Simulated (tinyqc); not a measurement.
Carbon nanotube by zone folding, step by step. Values are carried at full precision from step to step, so a last printed digit may differ when a step is redone from the rounded ones.

Circumference C = n a1 + m a2, a = sqrt3 acc; d = a sqrt(n^2 + nm + m^2)/pi; tan(theta) = sqrt3 m/(2n + m); dR = gcd(2n + m, 2m + n); T = t1 a1 + t2 a2 with t1 = (2m + n)/dR, t2 = -(2n + m)/dR, |T| = sqrt3 pi d/dR; N = 2 (n^2 + nm + m^2)/dR hexagons a cell. On cutting line mu = 0 to N - 1 at x = k|T|/(2 pi) the phases are p1 = 2 pi (-t2 mu + m x)/N, p2 = 2 pi (t1 mu - n x)/N, and E = -/+ t |1 + exp(i p1) + exp(i p2)|.

Parameters, chosen for this exercise (near those used for carbon; not measured data):
- n = 15 (chiral index)
- m = 15 (chiral index)
- acc = 1.44 angstrom (bond length)
- t = 2.77 eV (hopping)
- mu = 16 (cutting line)
- x = 0.24 (position on the line)

## Geometry

Form d, theta, dR, t1, t2, N and |T|, and (n - m) mod 3.

d = 20.626 angstrom
theta = 30.00 degrees

dR, t1, t2, N: 45  1  -1  30

|T| = 2.494 angstrom
(n - m) mod 3 = 0

A cutting line passes through K: metallic in zone folding; armchair, 60 atoms a cell.

## One point of one line

Form the phases and the energy.

p1, p2 (rad): 4.10501  2.59705

E of the upper band = 1.4484 eV

## Band edges

The three lowest distinct minima of E along the lines, doubled (the transition between mirror bands), against the cone: 2 t acc j/d with j = 1, 2, 4 for semiconducting and 0, 3, 3 for metallic tubes.

Transitions (eV):
```
order,zone folding,cone
1,0.0000,0.0000
2,1.1518,1.1603
```

For an armchair tube the lines on both sides of K are mirror images, so the first pair stays degenerate. Measured optical lines also hold self-energy and exciton terms.

## The small gap from curvature

Rolling tilts the orbitals and moves K off the line: Eg = (3/4) t (acc/d)^2 |cos(3 theta)| in the estimate used here (misalignment of pi orbitals alone).

gap = 0.0 meV

It vanishes for armchair tubes.

tinyqc: `OMP_NUM_THREADS=1 python tinyqc.py 1482739 1482740 out.jsonl`; about 0.03 s, one thread, shared Intel(R) Xeon(R) Processor @ 2.30GHz.
